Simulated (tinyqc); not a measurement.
Read current of a NAND string, cells in series solved by shooting: one step of the calculation.

Cells in series, numbered from 0 at the source line (0 V) to the bit line, each followed by a gap resistance Rg. A cell with gate Vg, threshold VT, source Vs and drain Vd passes I = 2 nf K Vt^2 [F(Vs) - F(Vd)]/(1 + th max(Vg - VT, 0)), F(V) = ln^2(1 + exp((Vg - VT - nf V)/(2 nf Vt))). The selected cell has Vg = Vr, the others Vg = Vp.

Problem. Node voltages for a trial current. For a trial current I start at 0 V and, cell by cell (the selected one is cell 3), solve for the drain: sqrt(F(Vd)) = sqrt(F(Vs) - I/k), k = 2 nf K Vt^2/(1 + th max(Vg - VT, 0)), Vd = [Vg - VT - 2 nf Vt ln(exp(sqrt F) - 1)]/nf, then add I Rg.

Values chosen for this exercise; values of the order met in vertical NAND strings:
- T = 300 K (temperature)
- K = 18 uA/V^2 (gain factor of a cell)
- nf = 2.1 (slope factor)
- th = 0.17 1/V (mobility reduction factor)
- Rg = 15 kohm (resistance of the gap between cells)
- Vbl = 0.3 V (bit-line voltage)
- Vp = 6 V (pass voltage)
- Vr = 2.87 V (read voltage on the selected word line)

Constants: q = 1.602176634e-19 C, kB = 1.380649e-23 J/K, Vt = kB T/q. Results are converted to the units shown.

second trial current = 1.1 uA
thresholds from the source end, cell 0 to 5 (V): [-2.2, -2.2, 3.1, 1.3, 3.1, -2.2]

Give: node voltage after each cell and gap, trial 2.

Solution.

node voltage after each cell and gap, trial 2, cell 0 to 5 (V): [0.03438, 0.06892, 0.1190, 0.1971, 0.2509, 0.2865]

Numbers from tinyqc (`OMP_NUM_THREADS=1 python tinyqc.py 2142093 2142094 out.jsonl`; about 0.4 s on one thread of a shared Intel Xeon 2.30GHz).
